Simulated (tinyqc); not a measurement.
## Channel resistance from two points of the on-state curve

Problem. In the p-i-n model Von = V1 + 2 Vt ln(J/(1 A/cm^2)) + J Rch, with V1 independent of J. Find Rch and V1.

Parameters, values chosen for the exercise: temperature T = 400 K.

Constants: q = 1.602176634e-19 C, kB = 1.380649e-23 J/K, Vt = kB T/q. Results are converted to the units shown.

Von at J = 150 and 450 A/cm^2 (V): 1.6933072  2.6390440

Answer. Remove the logarithmic junction term; the rest is linear in J.

Rch = 2.90 mohm cm^2
V1 = 0.913 V

Numbers from tinyqc (`OMP_NUM_THREADS=1 python tinyqc.py 2590032 2590033 out.jsonl`; about 0.01 s on one thread of a shared Intel Xeon 2.30GHz).
